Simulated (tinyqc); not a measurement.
Ideality from Voc and Vmp.

Question. An ideal cell J = Jsc - J0 (exp(V/(n Vt)) - 1) has exp((Voc - Vmp)/(n Vt)) = 1 + Vmp/(n Vt) at maximum power. Find n, J0 and FF.

Inputs (values chosen for the exercise):

| symbol | value | unit | meaning |
|---|---|---|---|
| T | 298.15 | K | temperature |

Constants: q = 1.602176634e-19 C, kB = 1.380649e-23 J/K, Vt = kB T/q. Results are converted to the units shown.

Jsc = 29.7 mA/cm^2
Voc = 0.67664225 V
Vmp = 0.59211557 V

Answer. With a = n Vt, a ln(1 + Vmp/a) rises steadily with a, so Voc - Vmp fixes it; J0 follows from Voc.

n = 1.05
J0 = 3.80e-13 A/cm^2
FF = 0.837

Computed by the program tinyqc: `OMP_NUM_THREADS=1 python tinyqc.py 2280125 2280126 out.jsonl`, one thread of a shared Intel Xeon 2.30GHz, about 0.01 s for the whole run.
